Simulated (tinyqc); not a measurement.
Three families of gaps: armchair graphene nanoribbon in tight binding.

An armchair ribbon of N dimer lines, width (N - 1) sqrt3 acc/2, period 3 acc, one pz orbital a site. In line n, A_n binds to B_n with -t exp(ik/3), times (1 + d) in the two edge lines, and to B_(n-1) and B_(n+1) with -t exp(-ik/6); k runs from -pi to pi. For d = 0 the modes across the ribbon are sin(n p pi/(N + 1)), p = 1 to N, with E = -/+ t sqrt(1 + 4 c^2 + 4 c cos(k/2)), c = cos(p pi/(N + 1)).

Values chosen for the exercise (near those used for graphene; the results hold for these values, not for the real material):
```
symbol  value  unit      meaning
t       2.96   eV        hopping
acc     1.42   angstrom  bond length
N0      20               first width
d1      0.1              edge correction
```

Nine widths from N0 on, gaps at k = 0 with d = 0 and d = d1.

Cases:
```
N   family  width (angstrom)
20    3p+2             23.37
21      3p             24.60
22    3p+1             25.82
23    3p+2             27.05
24      3p             28.28
25    3p+1             29.51
26    3p+2             30.74
27      3p             31.97
28    3p+1             33.20
```

Rank the cases by gap, d1 (eV), lowest first.

Answer: 26, 23, 20, 27, 24, 21, 28, 25, 22.

Gaps:
```
N   family  width (angstrom)  gap, d = 0 (eV)  gap, d1 (eV)  gap x (N + 1) sqrt3 acc/2 (eV angstrom)
20    3p+2             23.37           0.0000        0.0810                                     2.09
21      3p             24.60           0.4812        0.4085                                    11.05
22    3p+1             25.82           0.4728        0.5507                                    15.58
23    3p+2             27.05           0.0000        0.0708                                     2.09
24      3p             28.28           0.4242        0.3598                                    11.06
25    3p+1             29.51           0.4177        0.4861                                    15.54
26    3p+2             30.74           0.0000        0.0629                                     2.09
27      3p             31.97           0.3793        0.3215                                    11.07
28    3p+1             33.20           0.3740        0.4351                                    15.52
```

Without edge correction the 3p+2 ribbons have no gap and the other two families nearly share one curve. With it the mean of the last column is 15.55 for 3p+1, 11.06 for 3p and 2.09 eV angstrom for 3p+2: the stronger edge bonds raise the gap of 3p+1, lower that of 3p and open one in 3p+2. Within a family the gap falls about as 1/width. One-electron gaps of this kind leave out the self-energy and exciton terms, which are large in narrow ribbons.

Computed by tinyqc, a small Python program: `OMP_NUM_THREADS=1 python tinyqc.py 1452721 1452722 out.jsonl` (the numbers bound the seed that draws the inputs); one thread of a shared host (Intel(R) Xeon(R) Processor @ 2.30GHz), about 0.04 s for the whole set of steps.
